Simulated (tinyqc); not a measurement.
Inside a calculation: bond-orbital model of a tetrahedral semiconductor (Harrison's universal couplings). Values are carried at full precision from step to step, so a last printed digit may differ when a step is redone from the rounded ones.

Hybrid level eh = (es + 3 ep)/4; metallic energy V1 = (ep - es)/4 for each atom; covalent energy V2 = 3.22 hbar^2/(m d^2); polar energy V3 = (ehc - eha)/2; hbar^2/m = 2c, c = hbar^2/2m0. Polarity ap = V3/sqrt(V2^2 + V3^2), covalency ac = V2/sqrt(V2^2 + V3^2). p-p coupling at Gamma Exx = (4/3)(2.22 - 2 x 0.63) hbar^2/(m d^2) = 1.28 hbar^2/(m d^2), s-s coupling Ess = 4 x 1.32 hbar^2/(m d^2).

Constants: hbar^2/2m0 = 3.80998211 eV angstrom^2.

Parameters, chosen for this exercise (near tabulated values for Si; the model gives trends, and its gaps can be far from the real ones; not measured data):
- esc = -14.89 eV (s level, cation)
- epc = -7.6 eV (p level, cation)
- esa = -14.89 eV (s level, anion)
- epa = -7.6 eV (p level, anion)
- d = 2.34 angstrom (bond length)
- Z = 4 (valence electrons of the anion)

## The three energies

Form the hybrid levels, V1, V2 and V3.

hbar^2/(m d^2) = 1.3916 eV

hybrid levels (eV): cation -9.4225, anion -9.4225

V1 (eV): cation 1.8225, anion 1.8225

V2, V3 (eV): 4.4810  0.0000

## Bond and antibond

The 2 x 2 problem [[ehc, -V2], [-V2, eha]] gives (ehc + eha)/2 -/+ sqrt(V2^2 + V3^2); ap = V3/sqrt(V2^2 + V3^2), ac = V2/sqrt(V2^2 + V3^2); the bond has weight (1 + ap)/2 on the anion.

levels (eV): bond -13.9035, antibond -4.9415

ap = 0.0000
ac = 1.0000
weight on the anion = 0.5000

## Charges

With dZ = Z - 4: effective charge Z* = 4 ap - dZ (positive on the cation); transverse charge eT* = Z* + (8/3) ap ac^2.

Z* = 0.000 e
eT* = 0.000 e

Both vanish for a crystal of one element.

## Metallicity and a gap from the bond picture

Neighbouring bonds couple through V1: averaged V1b = V1c (1 - ap)/2 + V1a (1 + ap)/2 for the bond band and V1x = V1c (1 + ap)/2 + V1a (1 - ap)/2 for the antibond band. The top of the bond band lies V1b above the bond level and the bottom of the antibond band 3 V1x below the antibond level, so the gap is 2 sqrt(V2^2 + V3^2) - V1b - 3 V1x; metallicity am = (V1b + 3 V1x)/(2 sqrt(V2^2 + V3^2)).

V1b, V1x (eV): 1.8225  1.8225

gap = 1.672 eV
am = 0.813

The gap closes where am reaches one. The model gives trends; its gap can miss the real one by a factor of two to five, most in ratio for narrow gaps and most in eV for first-row compounds.

## Band edges at Gamma

Ev is the lower root of [[epa, Exx], [Exx, epc]] and the s-like conduction level the upper root of [[esa, Ess], [Ess, esc]], with Exx = 1.28 u and Ess = 5.28 u, u = hbar^2/(m d^2).

Exx, Ess (eV): 1.7813  7.3478

Ev = -9.381 eV
s-like conduction level = -7.542 eV
E0 gap = 1.839 eV

Universal couplings give the trend of E0 from compound to compound, not its value; it can miss by several eV and by a factor of two or more, and spin-orbit coupling is left out.

## Checks

- Bond level from the formula against the 2 x 2 matrix: both -13.9035.

tinyqc: `OMP_NUM_THREADS=1 python tinyqc.py 1450079 1450080 out.jsonl`; about 0.01 s, one thread, shared Intel(R) Xeon(R) Processor @ 2.30GHz.
